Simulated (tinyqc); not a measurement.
## Thickness and doping from the maximum and minimum capacitance

Question. A MOS capacitor has Cmax = Cox = eps0 eox/tox and 1/Cmin = 1/Cox + Wm/(eps0 eps_r), with Wm = sqrt(4 eps0 eps_r Vt ln(N/ni)/(q N)) and N well above ni. Find tox, Wm and N.

Inputs (values chosen for the exercise); band and dielectric values close to those of gallium arsenide:
```
symbol,value,unit,meaning
T,350,K,temperature
eps_r,13.1,,relative permittivity
eox,24.9,,relative permittivity of the gate insulator (close to zirconium oxide)
```

Constants: q = 1.602176634e-19 C, kB = 1.380649e-23 J/K, Vt = kB T/q, eps0 = 8.8541878128e-14 F/cm where lengths are in cm. Results are converted to the units shown.

Cmax = 1.3779330 uF/cm^2
Cmin = 0.15967297 uF/cm^2
ni = 1.0769499e8 cm^-3

Answer. Cmax gives tox and the series difference Wm. N follows by iterating N = 4 eps0 eps_r Vt ln(N/ni)/(q Wm^2); ln(N/ni)/N falls steadily for N > e ni, so there is one root in that range.

tox = 16.00 nm
Wm = 64.22 nm
N = 4.700e17 cm^-3

tinyqc, about 0.01 s, one thread, Intel Xeon 2.30GHz (shared host): `OMP_NUM_THREADS=1 python tinyqc.py 2060037 2060038 out.jsonl`
